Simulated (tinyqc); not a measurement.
# Hot electrons in a saturated n-channel MOSFET, lucky-electron model: effects of single changes

Beyond pinch-off the lateral field grows as Esat cosh(y/l) over the velocity-saturated region (pseudo-two-dimensional model). Impact ionisation in this region gives the substrate current, which biases the body forward through Rsub. Currents are per width. Local-field laws: they overstate ionisation when the field peak is narrower than an energy relaxation length.

Values chosen for this exercise; values close to those of silicon n-channel devices:
- L = 0.35 um (channel length)
- tox = 6.8 nm (oxide thickness)
- xj = 120 nm (junction depth)
- VT = 0.49 V (threshold)
- mu = 300 cm^2/(V s) (effective mobility)
- vs = 9.2e6 cm/s (saturation velocity)
- Ai = 2e6 1/cm (ionisation prefactor)
- Bi = 1.7 MV/cm (ionisation field)
- Rd = 200 ohm um (resistance of the lightly doped drain)
- Rsub = 2700 ohm um (substrate resistance)
- kb = 0.27 (fall of VT per volt of forward body bias)
- m = 3 (lifetime exponent)
- Hl = 18000 s uA/um (lifetime constant)
- Vd = 2.6 V (drain voltage)
- Vg = 1.5 V (gate voltage)

Constants: eps0 = 8.8541878128e-14 F/cm where lengths are in cm. Results are converted to the units shown.

Each table varies one quantity; the others keep the values above.

## Effect of the junction depth

Cox = 3.9 eps0/tox, l = sqrt(3 tox xj), Esat = 2 vs/mu. Overdrive g = Vg - VT + kb Vb; Vdsat = g Esat L/(g + Esat L); Id = Cox vs (g - Vdsat); dV = Vd - Id Rd - Vdsat; Em = sqrt((dV/l)^2 + Esat^2); Isub = Id (Ai/Bi) l Em exp(-Bi/Em). Vb = Rsub Isub is solved self-consistently. Lifetime tau = (Hl/Id)(Isub/Id)^(-m); 1 year = 3.15576e7 s.

Effect of the junction depth:
```
xj (nm)  Id (uA/um)  Em (MV/cm)  Isub (uA/um)   Isub/Id  tau (years)
48            154.7      0.6024         20.42    0.1319     0.001605
65            153.3      0.5194         12.93   0.08432     0.006205
88            152.4      0.4480         7.650   0.05020      0.02959
120           151.7      0.3852         4.120   0.02716       0.1877
160           151.4      0.3351         2.135   0.01411        1.342
220           151.1      0.2876        0.9290  0.006147        16.25
300           151.0      0.2484        0.3678  0.002435        261.6
```

What does the table show?

As xj goes from 48 to 300 nm, Em falls from 0.602 to 0.248 MV/cm, Isub falls from 20.4 to 0.368 uA/um and tau rises from 0.00160 to 262 years. From the first row to the last, log10(tau) changes by 5.2: 5.2 from (Isub/Id)^(-m), which holds Em and l, and 0.010 from 1/Id. At xj = 48 nm Isub/Id passes 0.1, where multiplication of the secondary carriers, left out here, counts.

## Effect of the channel length

Same model as above.

Results:
```
L (um)  Id (uA/um)  Em (MV/cm)  Isub (uA/um)   Isub/Id  tau (years)
0.17        234.60     0.41650        9.6004  0.040921     0.035480
0.25        188.73     0.39920        6.2028  0.032866     0.085129
0.49        119.09     0.37275        2.7016  0.022684      0.41031
0.7         90.066     0.36167        1.7238  0.019139      0.90334
0.99        67.396     0.35300        1.1217  0.016643       1.8359
1.4         49.711     0.34622       0.73851  0.014856       3.4995
```

Estimate the missing row, L = 0.35 um.

Computed row:
```
L (um)  Id (uA/um)  Em (MV/cm)  Isub (uA/um)   Isub/Id  tau (years)
0.35        151.73     0.38517        4.1202  0.027155      0.18773
```

With this row back in the table: As L goes from 0.17 to 1.4 um, Em falls from 0.416 to 0.346 MV/cm, Isub falls from 9.60 to 0.739 uA/um and tau rises from 0.0355 to 3.50 years. From the first row to the last, log10(tau) changes by 2.0: 1.3 from (Isub/Id)^(-m), which holds Em and l, and 0.67 from 1/Id. At L = 0.17 um the saturated region takes over 60 % of L, so using the full L in Vdsat is rough.

## Effect of the gate voltage

Same model as above.

Effect of the gate voltage:
```
Vg (V)  Id (uA/um)  Em (MV/cm)  Isub (uA/um)    Isub/Id  tau (years)
0.64        4.5963     0.50068       0.44913   0.097716      0.13300
0.89        29.546     0.46005        1.9655   0.066524     0.065573
1.13        69.116     0.42720        3.2134   0.046493     0.082116
1.38        122.54     0.39785        3.9557   0.032281      0.13837
1.62        182.87     0.37329        4.1815   0.022866      0.26090
1.87        253.15     0.35067        4.0538   0.016013      0.54869
2.11        326.37     0.33125        3.7154   0.011384       1.1846
2.35        404.19     0.31366        3.2674  0.0080837       2.6715
2.6         489.34     0.29695        2.7604  0.0056411       6.4933
```

As Vg goes from 0.64 to 2.6 V, Em falls from 0.501 to 0.297 MV/cm, Isub goes from 0.449 through a maximum of 4.18 (at Vg = 1.62 V among the rows listed) to 2.76 uA/um and tau goes from 0.133 through a minimum of 0.0656 (at Vg = 0.89 V among the rows listed) to 6.49 years. Id grows with Vg while the rising Vdsat lowers the field, hence the bell shape; the peak row has Vg/Vd = 0.62.

tinyqc, about 0.01 s, one thread, Intel Xeon 2.30GHz (shared host): `OMP_NUM_THREADS=1 python tinyqc.py 2550027 2550028 out.jsonl`
